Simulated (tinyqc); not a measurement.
Short-channel transistor, virtual-source model with series resistance: one step of the calculation.

The current per gate width is the charge at the top of the source barrier (the virtual source) times its velocity times a saturation function; al and be are fitting constants of the model. Units: I in uA/um, Rs in ohm um, so I Rs = 1e-6 I Rs in volts; Q in uC/cm^2, so I = 1e-4 Q vx0 Fsat with vx0 in cm/s.

Task. Current through the series resistance. Intrinsic voltages Vg' = Vgs - I Rs, Vd' = Vds - 2 I Rs. n = n0 + nd Vd', VT = VT0 - dl Vd', Ff = 1/(1 + exp((Vg' - VT + al Vt/2)/(al Vt))), Q = Cinv n Vt ln(1 + exp((Vg' - VT + al Vt Ff)/(n Vt))), Vdsat = (vx0 L/mu)(1 - Ff) + Vt Ff, Fsat = u/(1 + u^be)^(1/be) with u = Vd'/Vdsat, and I(out) = Q vx0 Fsat per width. (Fsat takes the sign of u.) Newton step: I(new) = I + (I(out) - I)/(1 - s), s = dI(out)/dI by a central difference with +/- 0.001 uA/um.

Parameters, values chosen for the exercise: temperature T = 300 K; inversion capacitance Cinv = 2.21 uF/cm^2; velocity at the virtual source vx0 = 9.84e6 cm/s; apparent mobility mu = 480 cm^2/(V s); channel length L = 32 nm; threshold at zero drain voltage VT0 = 0.361 V; drain-induced barrier lowering dl = 0.089 V/V; subthreshold factor n0 = 1.36; growth of n with drain voltage nd = 0.05 1/V; threshold shift (in units of Vt) from weak to strong inversion al = 3.5; sharpness of saturation be = 1.4; series resistance of each contact Rs = 50 ohm um; gate voltage Vgs = 1.2 V; drain voltage Vds = 0.05 V.

Constants: q = 1.602176634e-19 C, kB = 1.380649e-23 J/K, Vt = kB T/q. Results are converted to the units shown.

I after iteration 1 = 435.65499 uA/um

Find: Vg'; Vd'; VT; Ff; Q; Vdsat; Fsat; I(out); s; I after iteration 2.

Result.

Vg' = 1.1782 V
Vd' = 0.0064345 V
VT = 0.36043 V
Ff = 7.2045e-5
Q = 1.8073 uC/cm^2
Vdsat = 0.065597 V
Fsat = 0.095463
I(out) = 169.77 uA/um
s = -2.5523
I after iteration 2 = 360.81 uA/um

Numbers from tinyqc (`OMP_NUM_THREADS=1 python tinyqc.py 2380107 2380108 out.jsonl`; about 0.01 s on one thread of a shared Intel Xeon 2.30GHz).
